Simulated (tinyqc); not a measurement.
Plane-wave Kohn-Sham cycle with exchange-only LDA in a layered model solid, step by step. One step of it, computed by the program tinyqc.

Question. Iteration 2: levels at that k. Diagonalise the Hermitian matrix.

H (hartree):
```
           -3         -2         -1         +0         +1         +2         +3
-3   0.376993  -0.202589  -0.096904   0.000033   0.000267   0.000232   0.000057
-2  -0.202589   0.068963  -0.202589  -0.096904   0.000033   0.000267   0.000232
-1  -0.096904  -0.202589  -0.115855  -0.202589  -0.096904   0.000033   0.000267
+0   0.000033  -0.096904  -0.202589  -0.177461  -0.202589  -0.096904   0.000033
+1   0.000267   0.000033  -0.096904  -0.202589  -0.115855  -0.202589  -0.096904
+2   0.000232   0.000267   0.000033  -0.096904  -0.202589   0.068963  -0.202589
+3   0.000057   0.000232   0.000267   0.000033  -0.096904  -0.202589   0.376993
```

Give: eigenvalues.

Answer.

eigenvalues (hartree): -0.5939  -0.2502  0.0224  0.1436  0.1993  0.4776  0.4840
